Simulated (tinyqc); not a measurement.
Inside a calculation. Method: Pariser-Parr-Pople SCF with singles CI, for the molecule O=c1cc(F)cccc1Cl (SMILES; centres numbered as the heavy atoms are written). One step of it, computed by the program tinyqc.

Task: Iteration 1: Fock matrix. F_rr = H_rr + P_rr gamma_rr / 2 + sum_(s != r) P_ss gamma_rs; F_rs = H_rs - P_rs gamma_rs / 2; E = tr P (H + F) / 2 + core repulsion sum_(r<s) z_r z_s gamma_rs.

P at the start:
```
,1O,2C,3C,4C,5F,6C,7C,8C,9C,10Cl
1O,1.373220,0.733478,-0.352697,-0.177861,0.214136,0.182196,0.092120,-0.247637,-0.049438,-0.124033
2C,0.733478,0.990782,0.528403,0.017025,-0.148822,-0.081542,-0.062235,0.040591,0.383575,-0.031277
3C,-0.352697,0.528403,1.302026,0.555135,-0.318984,-0.014065,-0.158158,-0.029670,0.076642,-0.251563
4C,-0.177861,0.017025,0.555135,0.990285,0.637246,0.478519,0.018500,-0.122107,-0.052191,0.082262
5F,0.214136,-0.148822,-0.318984,0.637246,1.540175,-0.164825,-0.216231,0.181102,0.108798,-0.117550
6C,0.182196,-0.081542,-0.014065,0.478519,-0.164825,1.167868,0.704817,-0.163360,-0.222725,0.320268
7C,0.092120,-0.062235,-0.158158,0.018500,-0.216231,0.704817,0.986008,0.604199,0.020343,-0.230427
8C,-0.247637,0.040591,-0.029670,-0.122107,0.181102,-0.163360,0.604199,1.169711,0.611400,-0.306735
9C,-0.049438,0.383575,0.076642,-0.052191,0.108798,-0.222725,0.020343,0.611400,0.985908,0.637152
10Cl,-0.124033,-0.031277,-0.251563,0.082262,-0.117550,0.320268,-0.230427,-0.306735,0.637152,1.494016
```

core matrix H (eV):
```
,1O,2C,3C,4C,5F,6C,7C,8C,9C,10Cl
1O,-56.050963,-2.450000,0.000000,0.000000,0.000000,0.000000,0.000000,0.000000,0.000000,0.000000
2C,-2.450000,-55.992521,-2.330000,0.000000,0.000000,0.000000,0.000000,0.000000,-2.330000,0.000000
3C,0.000000,-2.330000,-54.745138,-2.330000,0.000000,0.000000,0.000000,0.000000,0.000000,0.000000
4C,0.000000,0.000000,-2.330000,-56.517191,-2.050000,-2.330000,0.000000,0.000000,0.000000,0.000000
5F,0.000000,0.000000,0.000000,-2.050000,-72.633200,0.000000,0.000000,0.000000,0.000000,0.000000
6C,0.000000,0.000000,0.000000,-2.330000,0.000000,-52.334140,-2.330000,0.000000,0.000000,0.000000
7C,0.000000,0.000000,0.000000,0.000000,0.000000,-2.330000,-50.561526,-2.330000,0.000000,0.000000
8C,0.000000,0.000000,0.000000,0.000000,0.000000,0.000000,-2.330000,-52.284216,-2.330000,0.000000
9C,0.000000,-2.330000,0.000000,0.000000,0.000000,0.000000,0.000000,-2.330000,-56.475598,-1.550000
10Cl,0.000000,0.000000,0.000000,0.000000,0.000000,0.000000,0.000000,0.000000,-1.550000,-58.783931
```

repulsion gamma_rs (eV):
```
,1O,2C,3C,4C,5F,6C,7C,8C,9C,10Cl
1O,15.200000,5.772153,4.155419,2.990474,2.618579,2.564271,2.564205,2.990721,4.156490,3.960036
2C,5.772153,11.130000,5.345419,3.773688,3.126323,3.243984,3.243783,3.773682,5.347173,4.039997
3C,4.155419,5.345419,11.130000,5.345900,4.422838,3.772887,3.243295,3.243396,3.773340,2.929903
4C,2.990474,3.773688,5.345900,11.130000,6.300169,5.345494,3.773345,3.243795,3.244190,2.519983
5F,2.618579,3.126323,4.422838,6.300169,21.400000,4.421757,3.126037,2.663318,2.663640,2.145269
6C,2.564271,3.243984,3.772887,5.345494,4.421757,11.130000,5.346558,3.773314,3.244021,2.520049
7C,2.564205,3.243783,3.243295,3.773345,3.126037,5.346558,11.130000,5.344756,3.772991,2.930259
8C,2.990721,3.773682,3.243396,3.243795,2.663318,3.773314,5.344756,11.130000,5.345851,4.041033
9C,4.156490,5.347173,3.773340,3.244190,2.663640,3.244021,3.772991,5.345851,11.130000,5.552132
10Cl,3.960036,4.039997,2.929903,2.519983,2.145269,2.520049,2.930259,4.041033,5.552132,13.000000
```

Centres (angstrom, eV; a flat drawing with bonds scaled to 1.40 angstrom):
```
centre,x,y,core charge z,W,gamma_rr
1O,-1.673000,-1.980000,1,17.700000,15.200000
2C,-0.793000,-0.890000,1,11.160000,11.130000
3C,0.570000,-1.210000,1,11.160000,11.130000
4C,1.669000,-0.343000,1,11.160000,11.130000
5F,2.927000,-0.958000,2,39.000000,21.400000
6C,1.677000,1.057000,1,11.160000,11.130000
7C,0.588000,1.936000,1,11.160000,11.130000
8C,-0.779000,1.632000,1,11.160000,11.130000
9C,-1.393000,0.374000,1,11.160000,11.130000
10Cl,-2.793000,0.383000,2,26.000000,13.000000
```

Give: F; pi energy.

Result:

F (eV):
```
,1O,2C,3C,4C,5F,6C,7C,8C,9C,10Cl
1O,-8.4550,-4.5669,0.7328,0.2659,-0.2804,-0.2336,-0.1181,0.3703,0.1027,0.2456
2C,-4.5669,-4.3317,-3.7423,-0.0321,0.2326,0.1323,0.1009,-0.0766,-3.3555,0.0632
3C,0.7328,-3.7423,-4.8955,-3.8138,0.7054,0.0265,0.2565,0.0481,-0.1446,0.3685
4C,0.2659,-0.0321,-3.8138,-5.7759,-4.0574,-3.6090,-0.0349,0.1980,0.0847,-0.1036
5F,-0.2804,0.2326,0.7054,-4.0574,-20.2695,0.3644,0.3380,-0.2412,-0.1449,0.1261
6C,-0.2336,0.1323,0.0265,-3.6090,0.3644,-5.4346,-4.2142,0.3082,0.3613,-0.4035
7C,-0.1181,0.1009,0.2565,-0.0349,0.3380,-4.2142,-4.9715,-3.9446,-0.0384,0.3376
8C,0.3703,-0.0766,0.0481,0.1980,-0.2412,0.3082,-3.9446,-5.4071,-3.9642,0.6198
9C,0.1027,-3.3555,-0.1446,0.0847,-0.1449,0.3613,-0.0384,-3.9642,-5.6984,-3.3188
10Cl,0.2456,0.0632,0.3685,-0.1036,0.1261,-0.4035,0.3376,0.6198,-3.3188,-13.9846
```

pi energy = -197.0441 eV
